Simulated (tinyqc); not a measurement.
Worked calculation: one-electron ion in a basis of Gaussians. Computed by tinyqc, a small Python program that keeps every step. Settings: Z = 5, l = 2. Command: `OMP_NUM_THREADS=1 python tinyqc.py 25936 25937 out.jsonl` (the two numbers bound the seeds that draw the settings). One thread of a shared host (Intel(R) Xeon(R) Processor @ 2.60GHz), about 0.01 s of CPU time with the checks.

## Matrices over normalised Gaussians

exponents of r^l exp(-a r^2) (1/bohr^2): [0.035720, 0.090650, 0.230100, 0.584000]

Z = 5

l = 2

With p = a_i + a_j and I(k) = Gamma((k+1)/2) / (2 p^((k+1)/2)): S = I(2l+2), T = (2l+3) a_i a_j S / p, V = -Z I(2l+1), each divided by sqrt(S_ii S_jj).

S:
$$\begin{pmatrix}
1.000000 & 0.693170 & 0.262118 & 0.069141 \\
0.693170 & 1.000000 & 0.693058 & 0.262087 \\
0.262118 & 0.693058 & 1.000000 & 0.693122 \\
0.069141 & 0.262087 & 0.693122 & 1.000000
\end{pmatrix}$$

T (hartree):
$$\begin{pmatrix}
0.125020 & 0.124329 & 0.056733 & 0.016292 \\
0.124329 & 0.317275 & 0.315490 & 0.143962 \\
0.056733 & 0.315490 & 0.805350 & 0.800865 \\
0.016292 & 0.143962 & 0.800865 & 2.044000
\end{pmatrix}$$

V (hartree):
$$\begin{pmatrix}
-0.804256 & -0.741456 & -0.406645 & -0.163780 \\
-0.741456 & -1.281217 & -1.181072 & -0.647753 \\
-0.406645 & -1.181072 & -2.041254 & -1.881794 \\
-0.163780 & -0.647753 & -1.881794 & -3.251960
\end{pmatrix}$$

## Generalised eigenproblem

H = T + V (hartree):
$$\begin{pmatrix}
-0.679236 & -0.617127 & -0.349912 & -0.147488 \\
-0.617127 & -0.963942 & -0.865583 & -0.503791 \\
-0.349912 & -0.865583 & -1.235904 & -1.080929 \\
-0.147488 & -0.503791 & -1.080929 & -1.207960
\end{pmatrix}$$

Solve H C = S C e through S^(-1/2); each column has its largest component positive (the first on a tie).

eigenvalues of S: [0.086814, 0.376203, 1.150987, 2.385997]

eigenvalues (hartree): [-1.363619, -0.766718, -0.490425, -0.048961]

coefficients:
$$\begin{pmatrix}
-0.016429 & 0.135675 & 1.358434 & 0.784330 \\
0.108770 & 0.960391 & -1.032999 & -1.803468 \\
0.496212 & -0.171976 & -0.068217 & 2.229961 \\
0.529516 & -0.474038 & 0.395660 & -1.348016
\end{pmatrix}$$

For Z = 5 and l = 2 the exact lowest level is -Z^2/(2 n^2) with n = l + 1: -1.388889 hartree.
